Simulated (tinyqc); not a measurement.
# Probe couplings from its potential

Question. One voltage probe p sits between leads L (mu = 1) and R (mu = 0) without magnetic field: mu_p = T_pL/(T_pL + T_pR), T_eff = T_RL + T_pL T_pR/(T_pL + T_pR). Find T_pL and T_pR.

T_RL = 0.47
mu_p = 0.20833333
T_eff = 0.54916667

Solution. T_eff - T_RL equals T_pL (1 - mu_p) and also T_pR mu_p.

T_pL = 0.1000
T_pR = 0.3800

Computed by the program tinyqc: `OMP_NUM_THREADS=1 python tinyqc.py 2700122 2700123 out.jsonl`, one thread of a shared Intel Xeon 2.30GHz, about 0.01 s for the whole run.
